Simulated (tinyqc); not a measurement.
# Capacitance measurement on a leaky thin oxide: effects of series resistance and leakage, step by step

Numbers from tinyqc (`OMP_NUM_THREADS=1 python tinyqc.py 2022081 2022082 out.jsonl`; about 0.01 s on one thread of a shared Intel Xeon 2.30GHz). Printed values are rounded.

The device is a capacitance C in parallel with a leakage conductance G, in series with Rs and Ls. An impedance meter reports either a parallel pair (Cp, Gp) from Y = 1/Z = Gp + i w Cp or a series pair (Cs, Rm) from Z = Rm + 1/(i w Cs); w = 2 pi f, dissipation D = Gp/(w |Cp|).

Parameters, values chosen for the exercise; values of the order met in thin-oxide MOS capacitors: relative permittivity of the gate insulator (close to silicon dioxide) eox = 3.9; insulator thickness tox = 0.93 nm; gate area A = 100 um^2; oxide-equivalent thickness added by the accumulation layer zc = 0.31 nm; oxide-equivalent thickness added by gate depletion zp = 0.38 nm; gate leakage current density, not matched to the thickness Jg = 0.0033 A/cm^2; voltage for an e-fold rise of the leakage Vs = 0.32 V; series resistance Rs = 290 ohm; series inductance Ls = 0 nH; measuring frequency f = 2e5 Hz.

Constants: eps0 = 8.8541878128e-14 F/cm where lengths are in cm. Results are converted to the units shown.

## True capacitance and conductance

EOT = 3.9 tox/eox; CET = EOT + zc + zp; C = 3.9 eps0 A/CET; G = Jg A/Vs.

EOT = 0.93 nm
CET = 1.62 nm
C = 2.13156 pF
G = 0.0103125 uS

## What the meter reports

Z = Rs + i w Ls + 1/(G + i w C).

Z = (0.01727-3.73324i) x 1e5 ohm
Cp = 2.13155 pF
Gp = 0.0123932 uS
Cs = 2.13160 pF
D = 0.00462676

Cp is within 0.01 % of C and Cs is within 0.01 % of it; G Rs = 2.99e-6, w C Rs = 7.77e-4 and G/(w C) = 0.00385.
